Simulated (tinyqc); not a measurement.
Angle series: uniform film or islands? Model: X-ray photoelectron analysis of a thin oxide on a semiconductor: attenuation lengths, thickness, angle series and band offsets. Computed by tinyqc, a small Python program. Command: `OMP_NUM_THREADS=1 python tinyqc.py 3114299 3114300 out.jsonl xps walk`. One thread of a shared host (Intel(R) Xeon(R) Processor @ 2.30GHz), about 0.01 s of CPU time with the checks.

The same element is seen in the oxide and in the substrate, at nearly the same kinetic energy; films are flat and uniform, and the work function is ignored.

Inputs (values chosen for the exercise, modelled on SiO2 on silicon):
```
quantity,value,unit
photon energy,1486.6,eV
binding energy of the core level,99.4,eV
oxide density,2.2,g/cm^3
oxide formula mass,60.08,g/mol
valence electrons per oxide formula,16,-
oxide gap,8.95,eV
substrate density,2.33,g/cm^3
substrate formula mass,28.09,g/mol
valence electrons per substrate formula,4,-
substrate gap,1.12,eV
oxide thickness d,8.8,nm
emission angle from the normal,30,degrees
attenuation length over inelastic mean free path,0.93,-
carbon overlayer,0.76,nm
```

Method:
- TPP-2M: lambda = E/(E_p^2 [b ln(c E) - C/E + D/E^2]) in angstrom, E_p = 28.8 sqrt(N_v rho/M), b = -0.10 + 0.944/sqrt(E_p^2 + E_g^2) + 0.069 rho^0.1, c = 0.191/sqrt(rho), U = N_v rho/M, C = 1.97 - 0.91 U, D = 53.4 - 20.8 U, with E = photon energy less binding energy in eV.
- Attenuation length L = factor x lambda.
- R_0 = (rho_o/M_o) L_o/((rho_s/M_s) L_s); peak ratio R = I_ox/I_sub = R_0 [exp(d/(L_o cos theta)) - 1]; hence d = L_o cos theta ln(1 + R/R_0). A carbon layer weakens both peaks alike, by exp(-d_C/(L_o cos theta)) if its L is taken equal to L_o. This R_0 leaves out intrinsic losses from the substrate peak, so calibrated values can be larger.
- Islands: half of the surface carries 2 d and half none, R = R_0 (1/2)(1 - t)/(1/2 + t/2) with t = exp(-2 d/(L_o cos theta)); the apparent thickness is read with the uniform formula.

R_0 = 0.556177

L in the oxide = 3.62020 nm

Against the angle:
```
theta (degrees),"R, uniform","R, islands","apparent d, islands (nm)"
0,5.7665e+00,0.54764,2.4814
20,6.8339e+00,0.54991,2.3388
35,1.0257e+01,0.55324,2.0477
45,1.6749e+01,0.55503,1.7717
55,3.7969e+01,0.55595,1.4389
65,1.7450e+02,0.55617,1.0605
75,6.6686e+03,0.55618,0.6495
```

A uniform film gives d = 8.8 nm at every angle. The island film of the same volume reads 2.48 nm at normal emission and 0.649 nm at 75 degrees; its ratio cannot pass R_0, since the bare half always shows the substrate.

Extremes, crossings and ranges named in words are read from the listed rows.
